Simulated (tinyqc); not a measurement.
Bias-temperature instability from a Gaussian distribution of capture and emission barriers. From log10 of the lifetime in s back to oxide field F. Computed by tinyqc, a small Python program. Command: `OMP_NUM_THREADS=1 python tinyqc.py 3009171 3009172 out.jsonl bti inv`. One thread of a shared host (Intel(R) Xeon(R) Processor @ 2.30GHz), about 0.04 s of CPU time with the checks.

Each trap has a capture time tau_0 exp(E_c/(k_B T)) under stress and an emission time tau_0 exp(E_e/(k_B T)) after it. E_c is Gaussian, and E_e = E_c + d with d Gaussian and independent. A trap counts as filled once t_s exceeds its capture time and as emptied once t_r exceeds its emission time.

Inputs (values chosen for the exercise, for a model p-channel transistor):
```
quantity                                 value        unit
shift with all traps filled V_max           68          mV
mean capture barrier at zero field mu_c   1.55          eV
spread of capture barriers sigma_c        0.29          eV
lowering of mu_c per field k_F           0.058  eV/(MV/cm)
time constant tau_0                      2e-11           s
temperature T                              125           C
stress time t_s                             90           s
failure criterion                           20          mV
```

Constants: k_B = 8.617333262e-05 eV/K.

Method:
- Demarcation energies E_s = k_B T ln(t_s/tau_0), E_r = k_B T ln(t_r/tau_0); mean barrier mu = mu_c - k_F F; z = (E_s - mu)/sigma_c; Phi is the standard normal distribution.
- Temperatures in kelvin are T(C) + 273.15.
- Shift without recovery dV0 = V_max Phi(z); local time exponent n = d ln dV0/d ln t_s = (k_B T/sigma_c) exp(-z^2/2)/(sqrt(2 pi) Phi(z)); apparent activation energy n E_s.
- Solve V_max Phi(z) = criterion for t_s; the power-law extrapolation from the stress point is t_s (criterion/dV0)^(1/n); 1 year = 3.15576e7 s.

Problem. A run gave the result below. Find the oxide field F, known to lie between 3.6 and 5.1 MV/cm.

log10 of the lifetime in s = 3.776648

Solution.

Each step takes the trial c = (a f_b - b f_a)/(f_b - f_a), f being the result less the target and a, b, c the logarithms of the listed values; c replaces end b, the old b replaces a if the sign of f changed, and otherwise f_a is halved.

Scan of the range:
```
oxide field F (MV/cm)  log10 of the lifetime in s
3.60                                      4.29056
3.82                                      4.12905
4.04                                      3.96753
4.28                                      3.79133
4.54                                      3.60045
4.81                                      3.40222
5.10                                      3.18932
```

False position (Illinois rule, in the logarithm of the input) inside the bracket:
```
step    end a    end b    trial  log10 of the lifetime in s
1     4.28000  4.54000  4.29946                     3.77704
2     4.54000  4.29946  4.29999                     3.77666
3     4.54000  4.29999  4.30001                     3.77664
4     4.29999  4.30001  4.30000                     3.77665
```

log10 of the lifetime in s falls at every point of a 13-point scan of the range (every second point is shown), so one value fits; it is bracketed by 4.28 and 4.54. The scan shows a straight line, so linear interpolation between any two rows gives the answer at once. Answer: oxide field F = 4.300 MV/cm.
